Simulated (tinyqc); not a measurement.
Inputs raised by 5 %, one at a time: minority-electron transport through the base of a bipolar transistor (Moll-Ross and Kroemer integrals). Computed by tinyqc, a small Python program. Command: `OMP_NUM_THREADS=1 python tinyqc.py 3005893 3005894 out.jsonl base sens`. One thread of a shared host (Intel(R) Xeon(R) Processor @ 2.30GHz), about 0.01 s of CPU time with the checks.

Low injection, one dimension, x from the emitter edge (0) to the collector edge (W), s = x/W. Recombination is treated as a small correction (valid for tau_B well below tau_n), computed from the stored charge.

Inputs (values chosen for the exercise, modelled on GaAs):
```
quantity,value,unit
intrinsic density n_i at the emitter edge,2e+06,1/cm^3
base doping at the emitter edge N_0,1.1e+18,1/cm^3
base width W,56,nm
mu_min,1000,cm^2/(V s)
mu_max,7030,cm^2/(V s)
N_ref,1.7e+17,1/cm^3
saturation velocity v_s,0.89,1e7 cm/s
electron lifetime tau_n,22,ns
emitter Gummel number G_E,3.1e+13,s/cm^4
base-emitter voltage V_BE,0.89,V
temperature T,300,K
doping ratio N_0/N(W),20,-
```

Base doping profile: Gaussian. Gap grading: none. Exit of the base: infinite sink.

Constants: k_B = 8.617333262e-05 eV/K; e = 1.602176634e-19 C.

Method:
- N(x) = N_0 (ratio)^(-s^2); n_i(x) = n_i; D(x) = (k_B T/e) mu, mu = mu_min + (mu_max - mu_min)/(1 + (N/N_ref)^0.7).
- With y(x) = N n_i^2/(D n_i(x)^2): base Gummel number G_B = int_0^W y dx; J_C = e n_i^2 exp(e V_BE/k_B T)/G_B; n(x) = (J_C/e)(n_i(x)^2/(N n_i^2)) [int_x^W y dx]; transit time tau_B = (e/J_C) int n dx; trapezoid rule on 401 even points.
- Emitter-limited gain beta_E = G_E/G_B; recombination-limited gain beta_R = tau_n/tau_B; 1/beta = 1/beta_E + 1/beta_R; f_T from the base alone = 1/(2 pi tau_B).

Runs:
```
input moved,from,to,base transit time tau_B (ps),current gain beta,collector current density J_C (A/cm^2),base Gummel number G_B (s/cm^4)
base run,-,-,0.09213,665.68,0.012337,4.6439e+10
base doping at the emitter edge N_0 (1/cm^3),1.1e+18,1.155e+18,0.09347,624.57,0.011574,4.9503e+10
base width W (nm),56,58.8,0.10158,633.89,0.011750,4.8761e+10
doping ratio N_0/N(W),20,21,0.09105,670.82,0.012433,4.6084e+10
mu_min (cm^2/(V s)),1000,1050,0.09109,675.46,0.012519,4.5766e+10
mu_max (cm^2/(V s)),7030,7381.5,0.08871,689.16,0.012773,4.4857e+10
emitter Gummel number G_E (s/cm^4),3.1e+13,3.255e+13,0.09213,698.86,0.012337,4.6439e+10
base-emitter voltage V_BE (V),0.89,0.9345,0.09213,665.68,0.068991,4.6439e+10
```

Exponents ln(y'/y) / ln(x'/x):
```
input,base transit time tau_B,current gain beta,collector current density J_C,base Gummel number G_B
base doping at the emitter edge N_0,0.296,-1.306,-1.309,1.309
base width W,2.000,-1.003,-1.000,1.000
doping ratio N_0/N(W),-0.243,0.158,0.158,-0.158
mu_min,-0.232,0.299,0.299,-0.299
mu_max,-0.776,0.711,0.711,-0.711
emitter Gummel number G_E,0.000,0.997,0.000,0.000
base-emitter voltage V_BE,0.000,0.000,35.280,0.000
```

To which inputs is each result most sensitive?

Among the inputs moved here: base transit time tau_B answers most in size to base width W (exponent +2.000), next to mu_max (-0.776); its exponent is below 0.0005 for emitter Gummel number G_E, base-emitter voltage V_BE. Its exponent +2.000 in base width W: diffusion, or drift in a field proportional to 1/W. current gain beta answers most in size to base doping at the emitter edge N_0 (exponent -1.306), next to base width W (-1.003); its exponent is below 0.0005 for base-emitter voltage V_BE. Its exponent -1.003 in base width W: emitter-limited gain, or recombination with a transit time limited by the exit velocity. Collector current density J_C answers most in size to base-emitter voltage V_BE (exponent +35.280), next to base doping at the emitter edge N_0 (-1.309); its exponent is below 0.0005 for emitter Gummel number G_E. base Gummel number G_B answers most in size to base doping at the emitter edge N_0 (exponent +1.309), next to base width W (+1.000); its exponent is below 0.0005 for emitter Gummel number G_E, base-emitter voltage V_BE. Its exponent +1.000 in base width W: G_B counts dopants per area.

Caution (all rows): the mean velocity exceeds v_s, so drift-diffusion with a low-field mobility overstates the speed.
